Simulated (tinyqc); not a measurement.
Valence-band offset from core levels (Kraut method), with the dipole against the affinity rule: one step of the calculation.

Binding energies are counted downwards from the Fermi level. dEv > 0 means that the valence edge of B lies below that of A, dEc > 0 that the conduction edge of B lies above that of A; dEc + dEv = EgB - EgA. The spectra are made-up values treated as data.

Question. Valence-band maximum of bare A. Fit a straight line to the leading edge by least squares; the maximum vA lies where it meets the background.

Parameters, values chosen for the exercise:
```
symbol  value  unit                       meaning
bg         72        background counts in the gap
```

```
point  binding energy (eV)  counts on the leading edge
0                     2.59                         567
1                     2.71                         814
2                     2.83                        1040
3                     2.95                        1277
4                     3.07                        1532
5                     3.19                        1770
```

Find: slope; intercept; vA.

Answer.

slope = 2001.4 counts/eV
intercept = -4617.5 counts
vA = 2.3431 eV

Program tinyqc, `OMP_NUM_THREADS=1 python tinyqc.py 2410162 2410163 out.jsonl`; Intel Xeon 2.30GHz, shared host, one thread, about 0.01 s.
